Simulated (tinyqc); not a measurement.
Thermal and gravitational stress in a wafer during furnace and rapid thermal processing, and the onset of slip. Inputs raised by 10 %, one at a time. Computed by tinyqc, a small Python program. Command: `OMP_NUM_THREADS=1 python tinyqc.py 3011632 3011633 out.jsonl slip sens`. One thread of a shared host (Intel(R) Xeon(R) Processor @ 2.30GHz), about 0.01 s of CPU time with the checks.

A thin free disc in plane stress, isotropic; T(r) = T_centre + dT (r/R)^n with n = 2. Stress is positive in tension; sigma_SB = 5.670374419e-8 W/(m^2 K^4), g = 9.80665 m/s^2.

Inputs (values chosen for the exercise, modelled on silicon):
```
quantity                              value        unit
wafer radius R                          100          mm
thickness t                             725  micrometre
Young's modulus E                       139         GPa
expansion alpha                        4.38      1e-6/K
edge less centre temperature dT          19           K
temperature T                          1375           K
prefactor A of the critical stress  0.00032         MPa
energy U of the critical stress        1.01          eV
density rho                            2330      kg/m^3
heat capacity c                         926    J/(kg K)
conductivity k                         23.9     W/(m K)
wafer spacing s                         6.1          mm
ramp rate                               2.1       K/min
```

Temperature profile: parabolic.

Constants: k_B = 8.617333262e-05 eV/K.

Method:
- With x = r/R: s_rr = alpha E dT (1 - x^n)/(n + 2), s_tt = alpha E dT [1 - (n + 1) x^n]/(n + 2).
- Critical resolved stress tau_c = A exp(U/(k_B T)), a form chosen for the exercise; slip when 0.492799 |s_tt(R)| > tau_c; allowed |dT| = tau_c (n + 2)/(0.492799 n alpha E).
- In a stack heated from the rim, heat flows inward by conduction and by radiation between wafers: k_eff = k + (16/3) sigma_SB T^3 s^2/t (a diffusion estimate with the spacing as path length). A steady ramp gives the parabolic lag dT = rho c (ramp) R^2/(4 k_eff); the allowed ramp uses n = 2.

Runs; columns: (1) input moved; (2) from; (3) to; (4) hoop stress at the edge (MPa); (5) resolved over critical stress; (6) allowed |dT| (K); (7) allowed ramp rate (K/min):
```
(1)                                    (2)     (3)        (4)     (5)     (6)     (7)
base run                                 -       -  -5.783790  1.7692  10.739   7.675
wafer radius R (mm)                    100     110  -5.783790  1.7692  10.739   6.343
thickness t (micrometre)               725   797.5  -5.783790  1.7692  10.739   7.237
Young's modulus E (GPa)                139   152.9  -6.362169  1.9462   9.763   6.977
energy U of the critical stress (eV)  1.01   1.111  -5.783790  0.7544  25.186  18.000
wafer spacing s (mm)                   6.1    6.71  -5.783790  1.7692  10.739   8.687
ramp rate (K/min)                      2.1    2.31  -5.783790  1.7692  10.739   7.675
heat capacity c (J/(kg K))             926  1018.6  -5.783790  1.7692  10.739   6.977
```

Exponents ln(y'/y) / ln(x'/x):
```
input                            hoop stress at the edge  resolved over critical stress  allowed |dT|  allowed ramp rate
wafer radius R                                         0                          0.000         0.000             -2.000
thickness t                                            0                          0.000         0.000             -0.617
Young's modulus E                                      1                          1.000        -1.000             -1.000
energy U of the critical stress                        0                         -8.943         8.943              8.943
wafer spacing s                                        0                          0.000         0.000              1.300
ramp rate                                              0                          0.000         0.000              0.000
heat capacity c                                        0                          0.000         0.000             -1.000
```

Which inputs matter most for each result?

Among the inputs moved here: hoop stress at the edge answers most in size to Young's modulus E (exponent +1.000); its exponent is below 0.0005 for wafer radius R, thickness t, energy U of the critical stress, wafer spacing s, ramp rate, heat capacity c. Its exponent 0.000 in wafer radius R: at given dT the stress does not depend on size. Resolved over critical stress answers most in size to energy U of the critical stress (exponent -8.943), next to Young's modulus E (+1.000); its exponent is below 0.0005 for wafer radius R, thickness t, wafer spacing s, ramp rate, heat capacity c. Allowed |dT| answers most in size to energy U of the critical stress (exponent +8.943), next to Young's modulus E (-1.000); its exponent is below 0.0005 for wafer radius R, thickness t, wafer spacing s, ramp rate, heat capacity c. Allowed ramp rate answers most in size to energy U of the critical stress (exponent +8.943), next to wafer radius R (-2.000); its exponent is below 0.0005 for ramp rate. Its exponent -2.000 in wafer radius R: diffusion over the radius.
